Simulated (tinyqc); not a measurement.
## Electron mobility in a silicon inversion layer, empirical terms and Matthiessen rule: effect of the temperature

Inversion layer of sheet density Ns on a uniformly doped body. The mobility terms are empirical power laws with prefactors chosen for the exercise; adding their inverses (Matthiessen) is itself an approximation.

Nc and Nv are given at 250 K and scale as (T/250 K)^1.5; Eg is fixed. ni = sqrt(Nc Nv) exp(-Eg/(2 Vt)), Eg in volts; Ndep = sqrt(2 eps0 eps_r Nb (2 Vt ln(Nb/ni) + Vsb)/q); E = q (Ndep + eta Ns)/(eps0 eps_r), in MV/cm. With t = T/(300 K): muC = Ac (Ns/1e12 cm^-2) t/(Nb/1e17 cm^-3 + Nit/1e11 cm^-2), muP = Ap E^(-1/3) t^(-1.75), muS = As E^(-gs); 1/mu is the sum of the inverses.

Parameters, values chosen for the exercise; material values close to those of silicon: band gap Eg = 1.11 eV; relative permittivity of the semiconductor eps_r = 11.7; conduction-band density of states at the reference temperature Nc = 2.1e19 cm^-3; valence-band density of states at the reference temperature Nv = 2e19 cm^-3; body doping Nb = 2.1e18 cm^-3; reverse body bias Vsb = 0.3 V; weight of the inversion charge in the effective field eta = 0.5; phonon-limited mobility at 1 MV/cm and 300 K Ap = 411 cm^2/(V s); roughness-limited mobility at 1 MV/cm As = 1090 cm^2/(V s); exponent of the roughness term gs = 2; Coulomb prefactor Ac = 2100 cm^2/(V s); charge at the interface Nit = 1.1e11 cm^-2; inversion density Ns = 1.2e12 cm^-2.

Constants: q = 1.602176634e-19 C, kB = 1.380649e-23 J/K, Vt = kB T/q, eps0 = 8.8541878128e-14 F/cm where lengths are in cm. Results are converted to the units shown.

Results:

| T (K) | E (MV/cm) | muC (cm^2/(V s)) | muP (cm^2/(V s)) | muS (cm^2/(V s)) | mu (cm^2/(V s)) |
|---|---|---|---|---|---|
| 120 | 1.042 | 45.61 | 2015 | 1005 | 42.71 |
| 200 | 1.027 | 76.02 | 828.3 | 1034 | 65.23 |
| 250 | 1.016 | 95.02 | 562.5 | 1056 | 75.48 |
| 300 | 1.004 | 114.0 | 410.5 | 1081 | 82.43 |
| 350 | 0.9910 | 133.0 | 314.8 | 1110 | 86.24 |
| 400 | 0.9773 | 152.0 | 250.3 | 1141 | 87.35 |
| 450 | 0.9627 | 171.0 | 204.7 | 1176 | 86.35 |

Estimate the missing row, T = 160 K.

Computed row:

| T (K) | E (MV/cm) | muC (cm^2/(V s)) | muP (cm^2/(V s)) | muS (cm^2/(V s)) | mu (cm^2/(V s)) |
|---|---|---|---|---|---|
| 160 | 1.035 | 60.81 | 1221 | 1018 | 54.81 |

With this row back in the table: As T goes from 120 to 450 K, E falls from 1.04 to 0.963 MV/cm and mu goes from 42.7 through a maximum of 87.4 (at T = 400 K among the rows listed) to 86.3 cm^2/(V s). The Coulomb term is the smallest in the first and the last row. Coulomb scattering weakens and phonon scattering grows with T, hence the maximum. For T = 120 to 160 K dopant freeze-out and degenerate screening, left out here, matter.

Computed by the program tinyqc: `OMP_NUM_THREADS=1 python tinyqc.py 2510105 2510106 out.jsonl`, one thread of a shared Intel Xeon 2.30GHz, about 0.01 s for the whole run.
